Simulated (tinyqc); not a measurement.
## Modulation-doped quantum well, Poisson-Schroedinger loop: mixing schemes compared

A well of width L centred at z = 0 between barriers Vb; effective-mass electrons, parabolic bands. The electrons come from donor sheets outside the mesh, a share fL of Ns on the left and the rest on the right, so the structure is neutral. Energies are counted from the band edge of the well, with U = 0 on the first node in the Hartree part.

V0 = 0 in the well and Vb outside, plus q Fz z (1 kV/cm = 1e-4 eV/nm).

Tridiagonal Hamiltonian with psi = 0 one step beyond both ends: H_ii = C (1/m_(i-1/2) + 1/m_(i+1/2))/hz^2 + V0_i + U_i, H_(i,i+1) = -C/(m_(i+1/2) hz^2), C = hbar^2/(2 m0). The lowest 3 level(s) are kept, normalised to hz sum |psi|^2 = 1.

Level k holds N_k = D_k Vt ln(1 + exp((EF - E_k)/Vt)) with D = md m0 q/(pi hbar^2) per eV (spin included); EF is fixed by sum N_k = Ns.

n_i = sum_k N_k |psi_k|^2 (converted to cm^-3). Hartree part by Gauss: on the interval after node i the enclosed sheet charge is S_i = fL Ns - hz sum_(j<=i) n_j, and U_(i+1) = U_i + q S_i hz/(eps0 eps_r) in eV, U_1 = 0. Mixing: U(new) = U + a (U(out) - U).

Rounds from U = 0 until the largest |U(out) - U| is below 1e-7 eV (the round that meets it is counted). Anderson mixing of depth m keeps the last m inputs V and residuals F = V(out) - V(in), fits c by least squares to F = dF c over their successive differences dF, dV, and sets V(new) = V + a F - (dV + a dF) c.

Values chosen for this exercise; material values close to those of GaAs in AlGaAs:
```
symbol,value,unit,meaning
T,77,K,temperature
md,0.069,m0,in-plane mass
Vb,0.248,eV,barrier height
eps_r,12.6,,relative permittivity (all layers)
L,7.12,nm,well width
hz,0.89,nm,mesh step
Ns,2.7e12,cm^-2,sheet density of electrons
fL,1,,share of the donors on the left side
Fz,-34,kV/cm,applied field along z
```

Constants: q = 1.602176634e-19 C, kB = 1.380649e-23 J/K, hbar = 1.054571817e-34 J s, m0 = 9.1093837015e-31 kg, Vt = kB T/q, eps0 = 8.8541878128e-14 F/cm where lengths are in cm, hbar^2/(2 m0) = 0.0380998212 eV nm^2. Results are converted to the units shown.

```
node,z (nm)
1,-7.565
2,-6.675
3,-5.785
4,-4.895
5,-4.005
6,-3.115
7,-2.225
8,-1.335
9,-0.445
10,0.445
11,1.335
12,2.225
13,3.115
14,4.005
15,4.895
16,5.785
17,6.675
18,7.565
```

mass on the intervals 1/2, 3/2, ... (mean of both at an interface) (m0): [0.0931, 0.0931, 0.0931, 0.0931, 0.0931, 0.081, 0.0689, 0.0689, 0.0689, 0.0689, 0.0689, 0.0689, 0.0689, 0.081, 0.0931, 0.0931, 0.0931, 0.0931, 0.0931]

Rounds needed:
```
a,depth m,rounds
1,plain,17
0.8,plain,10
0.6,plain,17
0.4,plain,29
0.2,plain,64
0.1,plain,135
0.5,2,14
0.5,4,9
0.5,8,9
```

Among the plain runs a = 0.8 is fastest, with 10 rounds; larger factors overshoot and smaller ones creep. Anderson mixing needs 9 to 14 rounds.

Program tinyqc, `OMP_NUM_THREADS=1 python tinyqc.py 2140037 2140038 out.jsonl`; Intel Xeon 2.30GHz, shared host, one thread, about 0.3 s.
